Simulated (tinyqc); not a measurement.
Inside a calculation: quantum-confined Stark effect in a modulator well. Values are carried at full precision from step to step, so a last printed digit may differ when a step is redone from the rounded ones.

Constants: hbar^2/2m0 = 3.80998211 eV angstrom^2; e^2/(4 pi eps0) = 14.39964547 eV angstrom; hc = 1239.841984 eV nm.

Inputs chosen for the exercise (near those of an InGaAs well in InAlAs; shifted at random, so the results belong to these values and not to a real crystal):
```
symbol  value   unit      meaning
L       106     angstrom  well width
me      0.042   m0        electron, well
mh      0.388   m0        heavy hole along z, well
F       126     kV/cm     field
Vc      0.548   eV        conduction offset
Vv      0.199   eV        heavy-hole offset
meb     0.0744  m0        electron, barrier
mhb     0.428   m0        heavy hole, barrier
Eg      0.756   eV        gap of the well
mp      0.116   m0        heavy hole in the plane
eps     13.7              dielectric constant
dE      28      meV       operating point below the zero-field line
G       8       meV       half width of the exciton line
```

## Estimate for hard walls

Second order: each level moves by -C m (e F)^2 L^4/(2c), C = (15/pi^2 - 1)/(24 pi^2), c = hbar^2/2m0, 1 kV/cm = 1e-5 eV/angstrom. It holds while e F L is no more than about twice 3 c pi^2/(m L^2).

Estimate:
```
carrier     shift (meV)  e F L over the level spacing
electron          -2.42                          0.56
heavy hole       -22.40                          5.16
```

The hole, 9.2 times heavier, carries 90 % of the estimated shift; for it the ratio exceeds 3, so second order overstates its shift, by 13 % at a ratio of 3 and 60 % at 8.

## Levels and envelopes

Envelopes on cells of 0.5 angstrom over the well |z| < L/2 and 45 angstrom of barrier on each side, psi = 0 beyond, psi'/m continuous (mean mass between points), c = hbar^2/2m0. The electron sees + e F z and the hole - e F z, each with its offset in the barriers; 1 kV/cm = 1e-5 eV/angstrom. Light holes, band mixing and escape by tunnelling are left out.

Ground levels, squared overlap and separation <z>_h - <z>_e without and with the field.

Results:
```
F (kV/cm)  E_e (meV)  E_h (meV)  overlap^2  separation (angstrom)
0              45.67       6.64      0.985                    0.0
126            38.59     -18.11      0.342                   41.1
```

The electron level moves by -7.08 meV (2.9 times the hard-wall estimate, since it leaks into the barriers and sees a wider well) and the hole level by -24.74 meV (1.10 times). For the hole, saturation lowers the shift and leakage raises it, so a ratio near 1 is a coincidence.

## Exciton

Exciton: in-plane function exp(-rho/lam), 1/mu = 1/me + 1/mp, E(lam) = c/(mu lam^2) - (q/eps) times the integral over k of Fm(k)(1 + (k lam/2)^2)^(-3/2), Fm(k) the double integral of psi_e^2 psi_h^2 exp(-k |z - z'|), q = e^2/(4 pi eps0); binding Eb = -E at the minimum. Line at Eg + E_e + E_h - Eb, strength proportional to overlap^2/lam^2.

Minimise over lam without and with the field.

Results:
```
F (kV/cm)  lam (angstrom)  Eb (meV)  line (eV)      nm  overlap^2/lam^2 (1e-4/angstrom^2)
0                   176.7      5.62     0.8027  1544.6                             0.3155
126                 203.9      4.73     0.7718  1606.5                             0.0822
```

The weaker binding gives back 0.89 meV of the red shift, leaving 30.9 meV; the strength falls to 26 %.

## Contrast at the operating point

With a Gaussian line of half width G, the absorption at E_op = line(0) - dE is proportional to strength x exp(-ln2 ((E_op - line)/G)^2); continuum absorption is left out. Give it at both fields, relative to the zero-field peak.

E_op = 0.7747 eV
wavelength = 1600.4 nm

absorption without and with the field: [0.00021, 0.24]

The field changes the absorption by +0.24 of the zero-field peak. With dE above 2G the Gaussian tail at zero field is weak; real tails fall only exponentially and absorb more.

## Checks

- Zero-field levels against the matching condition of the square well, meV: largest difference 1.7e-03.
- Slope d(E_e + E_h)/dF against minus the separation (Hellmann-Feynman), angstrom: both -41.1.

Run: tinyqc, `OMP_NUM_THREADS=1 python tinyqc.py 1282683 1282684 out.jsonl`; Intel(R) Xeon(R) Processor @ 2.30GHz, one thread, shared host; about 0.09 s of CPU time with all checks.
